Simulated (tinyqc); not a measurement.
Cyclotron resonance of ellipsoidal valleys, Si type: one step. Cyclotron masses and resonance fields. Four cases, with inputs chosen for the exercise.

Question. For each axis, mc and B = h nu mc/(2 muB).

Valleys along [100], [010], [001] (each with its opposite partner), mass ml along the axis and mt across it. B lies in the (1-10) plane, b = (sin(theta)/sqrt2, sin(theta)/sqrt2, cos(theta)). For the angle phi between B and the axis, 1/mc^2 = cos^2(phi)/mt^2 + sin^2(phi)/(mt ml). Resonance: h nu = 2 muB B/mc, h = 2 pi hbar.

Constants: hbar = 6.58211957e-16 eV s; muB = 5.788381798e-05 eV/T.

Give: Resonances.

Case 1.

Values chosen (out of a larger set: near those of Si; not measured data): ml = 0.941 m0 (longitudinal mass); mt = 0.199 m0 (transverse mass); nu = 140 GHz (microwave frequency).

cos^2(phi): [100] 0.403915, [010] 0.403915, [001] 0.192169

Answer.

Resonances:
```
axis   mc (m0)   B (T)
[100]   0.2734  1.3671
[010]   0.2734  1.3671
[001]   0.3303  1.6519
```

2 distinct masses appear; the limits are mt = 0.199 (B along the axis) and sqrt(ml mt) = 0.4327 (B across it).

Case 2.

Values chosen (out of a larger set: near those of Si; not measured data): ml = 0.957 m0 (longitudinal mass); mt = 0.182 m0 (transverse mass); nu = 35 GHz (microwave frequency).

cos^2(phi): [100] 0.276132, [010] 0.276132, [001] 0.447736

Answer.

Resonances:
```
axis   mc (m0)   B (T)
[100]   0.2829  0.3538
[010]   0.2829  0.3538
[001]   0.2448  0.3061
```

2 distinct masses appear; the limits are mt = 0.182 (B along the axis) and sqrt(ml mt) = 0.4173 (B across it).

Case 3.

Values chosen (out of a larger set: near those of Si; not measured data): ml = 0.918 m0 (longitudinal mass); mt = 0.196 m0 (transverse mass); nu = 35 GHz (microwave frequency).

cos^2(phi): [100] 0.484923, [010] 0.484923, [001] 0.030154

Answer.

Resonances:
```
axis   mc (m0)   B (T)
[100]   0.2541  0.3177
[010]   0.2541  0.3177
[001]   0.4024  0.5032
```

2 distinct masses appear; the limits are mt = 0.196 (B along the axis) and sqrt(ml mt) = 0.4242 (B across it).

Case 4.

Values chosen (out of a larger set: near those of Si; not measured data): ml = 0.892 m0 (longitudinal mass); mt = 0.193 m0 (transverse mass); nu = 24 GHz (microwave frequency).

cos^2(phi): [100] 0.206588, [010] 0.206588, [001] 0.586824

Answer.

Resonances:
```
axis   mc (m0)   B (T)
[100]   0.3138  0.2691
[010]   0.3138  0.2691
[001]   0.2347  0.2012
```

2 distinct masses appear; the limits are mt = 0.193 (B along the axis) and sqrt(ml mt) = 0.4149 (B across it).

Computed by tinyqc, one run a case: `OMP_NUM_THREADS=1 python tinyqc.py N N+1 out.jsonl` with N = 1252355, 1280054, 1280771, 1280878; one thread of a shared Intel(R) Xeon(R) Processor @ 2.30GHz, about 0.01 s a run at most.
